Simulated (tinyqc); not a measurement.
Inside a calculation. Model: single-oscillator infrared dielectric function of a polar cubic crystal. Computed by tinyqc, a small Python program that keeps every step. Command: `OMP_NUM_THREADS=1 python tinyqc.py 3013190 3013191 out.jsonl infrared walk`. One thread of a shared host (Intel(R) Xeon(R) Processor @ 2.30GHz), about 0.01 s of CPU time with the checks. Intermediate numbers are printed to about 5 digits and carried at full precision; extremes and crossings named in words are read from the listed rows.

One ion pair, charges +Z* and -Z*, in a cell of volume Omega = a^3/4. Frequencies omega are given as wavenumbers (1/cm); eps_s is the static dielectric constant.

Inputs (values chosen for the exercise, modelled on magnesium oxide):
```
quantity,value,unit
lattice constant a,4.21,angstrom
mass M_A,24.305,u
mass M_B,15.999,u
omega_TO,394,1/cm
Born charge Z*,1.91,e
eps_inf,2.94,-
phonon damping gamma,6.2,1/cm
probe frequency / omega_TO,0.704,-
eps_m of the surrounding medium,3.9,-
```

Structure: rock salt. Free carriers: absent.

Constants: nu for 1 eV/(angstrom^2 u) = 15.6333042 THz; 1 THz = 33.35640952 1/cm; e^2/(4 pi eps_0) = 14.39964548 eV angstrom.

## LO frequency and static constant from the Born charge

mu = M_A M_B/(M_A + M_B); ionic plasma term W^2 = 4 pi Z*^2 (e^2/(4 pi eps_0))/(Omega mu) in eV/(angstrom^2 u), turned into 1/cm by W = 15.6333042 x 33.35640952 x sqrt(W^2); omega_LO^2 = omega_TO^2 + W^2/eps_inf; eps_s = eps_inf + W^2/omega_TO^2; Szigeti charge 3 Z*/(eps_inf + 2); longitudinal (Callen) charge Z*/eps_inf.

reduced mass mu = 9.6481 u

W = 998.69 1/cm

omega_LO = 703.19 1/cm

eps_s = 9.3649

Szigeti charge = 1.1599 e

Callen charge = 0.64966 e

omega_LO/omega_TO = 1.785; the ions supply 69 % of eps_s, as in a strongly ionic or soft-mode crystal.

## Optical constants at the probe frequency

eps(omega) = eps_inf + W^2/(omega_TO^2 - omega^2 - i gamma omega); n + i k = sqrt(eps) with k >= 0; R = |(n + i k - 1)/(n + i k + 1)|^2 at normal incidence from vacuum. omega is the probe ratio times omega_TO. Intensity decays over 1/(4 pi omega k); the loss function is Im(-1/eps).

omega = 277.376 1/cm

Re eps = 15.672

Im eps = 0.27964

n = 3.9590

k = 0.035318

reflectivity R = 0.35607

penetration depth of the intensity = 81.232 micrometre

loss function = 0.0011382

Re eps is positive and k is small against n: the wave propagates.

## Spectrum around the optical phonon

The loss function is Im(-1/eps).

Spectrum:
```
omega (1/cm),Re eps,Im eps,R,Im(-1/eps)
197,11.506,0.089860,0.29663,6.7876e-04
335,26.075,1.1172,0.45248,0.0016401
382,103.54,25.586,0.68003,0.0022493
394,2.94,408.29,0.86904,0.0024491
471,-12.006,0.65528,0.97138,0.0045326
549,-3.8800,0.15882,0.96752,0.010532
641,-0.96049,0.060636,0.93890,0.065466
703,-0.0018806,0.037827,0.58918,26.371
717,0.16106,0.034425,0.18131,1.2691
745,0.44556,0.028820,0.039821,0.14457
809,0.94242,0.020069,2.4645e-04,0.022586
1050,1.8871,0.0072357,0.024790,0.0020317
1760,2.6010,0.0012571,0.055004,1.8581e-04
```

R peaks among these rows at 471 per cm with 0.97 and is lowest, 0.000, at 809; far above omega_LO it tends to ((sqrt(eps_inf) - 1)/(sqrt(eps_inf) + 1))^2 = 0.069. Im eps is largest at 394 and the loss function at 703: absorption marks the TO mode and the loss function the LO mode. Re eps is negative in some rows, where R averages 0.87.

## Surface and particle modes

Without damping, eps(omega) = -x eps_m gives omega^2 = omega_TO^2 (eps_s + x eps_m)/(eps_inf + x eps_m): x = 1 for a flat surface at large wave vector, x = 2 for the dipole mode of a small sphere. The reflectivity R for light from vacuum (not from the medium eps_m) vanishes where eps = 1, omega^2 = omega_TO^2 (eps_s - 1)/(eps_inf - 1).

surface mode = 548.68 1/cm

sphere mode = 498.10 1/cm

zero of R = 818.14 1/cm

Both modes lie between omega_TO and omega_LO, at 50 % and 34 % of the way up.

## Phonon polaritons

Transverse waves without damping obey Q^2 = omega^2 eps(omega), Q = wave vector/(2 pi) in 1/cm: eps_inf omega^4 - (eps_inf omega_LO^2 + Q^2) omega^2 + Q^2 omega_TO^2 = 0.

Branches (1/cm):
```
Q,lower branch,upper branch,Q/sqrt(eps_s),Q/sqrt(eps_inf)
120,39.08,705.6,39.2,70.0
360,114.11,724.9,117.6,210.0
720,208.91,791.9,235.3,419.9
1200,290.69,948.6,392.1,699.9
1800,339.87,1217.0,588.2,1049.8
3000,372.95,1848.4,980.3,1749.6
6000,388.59,3548.0,1960.6,3499.3
12000,392.64,7022.8,3921.3,6998.5
```

The lower branch starts as light slowed by sqrt(eps_s) (0.997 of that line) and ends at 0.997 omega_TO; the upper starts at 1.003 omega_LO and ends at 1.003 of the light line with eps_inf. No branch lies between omega_TO and omega_LO.

Checks made by the program: Lyddane-Sachs-Teller relation eps_s/eps_inf = (omega_LO/omega_TO)^2 (relative difference below 1e-10).
